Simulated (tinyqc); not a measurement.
Extended Hueckel theory, for H4, step by step. One step of it, computed by the program tinyqc.

Task: Orbitals. Solve H C = S C e through S^(-1/2); fill by pairs from the bottom, a degenerate level sharing its electrons equally; each orbital has its largest coefficient positive (the first on a tie).

H (eV), order 1H 1s, 2H 1s, 3H 1s, 4H 1s:
```
[[-13.600000, -13.845899, -1.928953, -0.341253],
 [-13.845899, -13.600000, -8.732675, -1.928953],
 [-1.928953, -8.732675, -13.600000, -13.845899],
 [-0.341253, -1.928953, -13.845899, -13.600000]]
```

overlap S, order 1H 1s, 2H 1s, 3H 1s, 4H 1s:
```
[[1.000000, 0.509040, 0.070917, 0.012546],
 [0.509040, 1.000000, 0.321054, 0.070917],
 [0.070917, 0.321054, 1.000000, 0.509040],
 [0.012546, 0.070917, 0.509040, 1.000000]]
```

valence electrons = 4

Give: orbital energies; occupations; coefficients; sum of one-electron energies.

Result:

orbital energies (eV): [-19.5030, -16.7198, -3.2005, 9.6848]

occupations: [2.0000, 2.0000, 0.0000, 0.0000]

coefficients, order 1H 1s, 2H 1s, 3H 1s, 4H 1s:
```
[[0.3242, 0.5066, 0.7447, -0.6729],
 [0.4217, 0.3587, -0.5725, 0.9504],
 [0.4217, -0.3587, -0.5725, -0.9504],
 [0.3242, -0.5066, 0.7447, 0.6729]]
```

sum of one-electron energies = -72.4456 eV
